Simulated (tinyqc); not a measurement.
Atomic layer deposition: Langmuir saturation, growth per cycle and coating of deep features: one step, computed by the program tinyqc.

Precursor A sticks only on free sites, so a long enough pulse saturates; co-reactant B then frees the sites again.

Problem. Steady growth per cycle. One cycle from coverage th0: pulse A gives th1 = th_s + (th0 - th_s) exp(-(k_a + k_d) t), th_s = k_a/(k_a + k_d); the purge leaves th2 = th1 exp(-k_d t_p); pulse B converts c_B th2 into film and leaves th3 = (1 - c_B) th2. Growth = G c_B th2. The periodic state has th0 = th3: th0 = (1 - c_B) e_p th_s (1 - e_a)/(1 - (1 - c_B) e_p e_a), with e_a = exp(-(k_a + k_d) t), e_p = exp(-k_d t_p). Share of impinging molecules used = q (th1 - th0)/(F t).

Inputs (values chosen for the exercise, modelled on zinc oxide from diethylzinc and water):

| quantity | value | unit |
|---|---|---|
| site density q | 7.4 | 1/nm^2 |
| growth per cycle at saturation G | 1.8 | angstrom |
| temperature T | 175 | C |
| pulse time t | 0.056 | s |
| co-reactant completion per pulse c_B | 0.99 | - |
| purge time t_p | 19 | s |

k_a = 56.54907 1/s

k_d = 2.706532e-07 1/s

flux F = 4358.991 1/(nm^2 s)

Give: coverage after pulse A; growth per cycle; share of impinging molecules used.

Solution.

coverage after pulse A = 0.9583

growth per cycle = 1.708 angstrom

share of impinging molecules used = 0.02876

The pulse is 3.17 filling times long: not fully saturated, so thickness still depends somewhat on the local dose.
